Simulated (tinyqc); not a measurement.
# MOSFET in saturation, small-signal circuit and noise: two studies

Bias by the inversion coefficient IC = I/Ispec (charge-based model with velocity saturation; weak inversion below 0.1, strong above 10). Common-source circuit: gm, gds, Cgs, Cgd and Cj at the inner nodes, Rg in series with the gate; quasi-static, no source or drain resistance, no gate-body capacitance, no substrate network, no induced gate noise, so fmax is an upper estimate.

Inputs (values chosen for the exercise):
- T = 325 K (temperature)
- L = 130 nm (gate length)
- W = 10 um (total gate width)
- Cox = 1.58 uF/cm^2 (gate capacitance)
- mu = 200 cm^2/(V s) (mobility)
- n = 1.19 (slope factor)
- Ls = 25 nm (velocity-saturation length)
- sg = 0.026 (ratio gds/gm)
- Cov = 0.31 fF/um (overlap and fringe capacitance per side)
- Cj = 0.3 fF/um (drain junction capacitance)
- Rsh = 5 ohm (sheet resistance of the gate)
- Wf = 2 um (finger width)
- Rc = 300 ohm um (gate contact and vertical resistance)
- IC = 0.68 (inversion coefficient)
- gw = 0.06 (short-channel excess of the noise factor)
- Nt = 1.1e18 cm^-3 eV^-1 (oxide trap density)
- lt = 0.1 nm (tunnelling length into the oxide)
- ac = 1000 V s/C (Coulomb scattering coefficient)

Constants: q = 1.602176634e-19 C, kB = 1.380649e-23 J/K, Vt = kB T/q. Results are converted to the units shown.

Each table varies one quantity; the others keep the values above.

## Effect of the gate length on speed and noise

Ispec = 2 n mu Cox (W/L) Vt^2, lc = Ls/L, gms = [sqrt((lc IC + 1)^2 + 4 IC) - 1]/[2 + lc (lc IC + 1)], gm = gms Ispec/(n Vt), gds = sg gm. qs = [sqrt(1 + 4 IC) - 1]/2, Cgs = Cox W L qs (2 qs + 3)/(3 (qs + 1)^2) + Cov W, Cgd = Cov W, Cd = Cj W, Rg = Rsh (Wf/L)/(12 Nf) + Rc/W with Nf = W/Wf fingers (not rounded) contacted at both ends. fT = gm/(2 pi (Cgs + Cgd)), fmax = fT/(2 sqrt(Rg (gds + 2 pi fT Cgd))). Channel noise Sid = 4 kB T gam n gm with gam = (1/2 + (2/3) qs)/(1 + qs) + gw lc IC, qs = [sqrt(1 + 4 IC) - 1]/2, lc = Ls/L (the last term an empirical rise with velocity saturation); at the gate, white noise Sw = Sid/gm^2 + 4 kB T Rg. Number fluctuation with correlated mobility: S(f) = K/f, K = q^2 Vt lt Nt/(W L Cox^2) (1 + ac mu Cox I/gm)^2, Vt in eV with Nt per eV. Corner fc = K/Sw. IC is held fixed, and so is sg.

Effect of the gate length on speed and noise:
```
L (nm),I (uA),Rg (ohm),fT (GHz),fmax (GHz),sqrt(Sw) (nV/Hz^0.5),fc (MHz)
20,200.6,38.33,68.05,146.6,2.222,334.2
32,125.4,35.21,45.12,124.3,2.530,160.3
50,80.23,33.33,28.13,100.6,2.968,74.40
79,50.78,32.11,16.10,77.13,3.583,32.25
130,30.86,31.28,8.124,55.03,4.480,12.53
200,20.06,30.83,4.238,39.56,5.484,5.433
320,12.54,30.52,1.970,26.58,6.876,2.160
500,8.023,30.33,0.9087,17.61,8.551,0.8937
```

As L goes from 20 to 500 nm, fT falls from 68.0 to 0.909 GHz, fmax falls from 147 to 17.6 GHz, the white noise rises from 2.22 to 8.55 nV/Hz^0.5 and the corner falls from 334 to 0.894 MHz. fT goes as L^(-0.87) between the first two rows and L^(-1.73) between the last two; with no overlap and no velocity saturation it would go as 1/L^2. For L = 79 to 500 nm fmax exceeds 4 fT, where channel resistance and substrate losses, left out here, would cap it.

## Gains against frequency

Inner admittances at w = 2 pi f: y11 = i w (Cgs + Cgd), y12 = -i w Cgd, y21 = gm - i w Cgd, y22 = gds + i w (Cgd + Cd). Invert to Z, add Rg to Z11 and invert back to Y. |h21| = |Y21/Y11|; U = |Y21 - Y12|^2/(4 [Re Y11 Re Y22 - Re Y12 Re Y21]). MSG = |Y21/Y12|; stability factor k = [2 Re Y11 Re Y22 - Re(Y12 Y21)]/|Y12 Y21|.

The same in every row: f sqrt(U) (GHz) = 55.03.

Gains against frequency:
```
f (GHz),|h21| (dB),U (dB),MSG (dB),k
0.081,40.03,56.64,25.90,0.002992
0.15,34.67,51.29,23.22,0.005540
0.28,29.25,45.87,20.51,0.01034
0.53,23.71,40.33,17.74,0.01957
0.99,18.29,34.90,15.03,0.03655
1.9,12.64,29.24,12.21,0.07005
3.5,7.367,23.93,9.571,0.1285
6.5,2.118,18.55,6.946,0.2351
```

Over the table |h21| falls by 19.9 dB a decade, U by 20.0 and MSG by 9.95. The product f sqrt(U) stays at 55.0 GHz, against fmax = 55.0 GHz from the formula. k stays below one in all rows, so the device is only conditionally stable. In every row fmax exceeds 4 fT, where channel resistance and substrate losses, left out here, would cap it.

Numbers from tinyqc (`OMP_NUM_THREADS=1 python tinyqc.py 2150017 2150018 out.jsonl`; about 0.01 s on one thread of a shared Intel Xeon 2.30GHz).
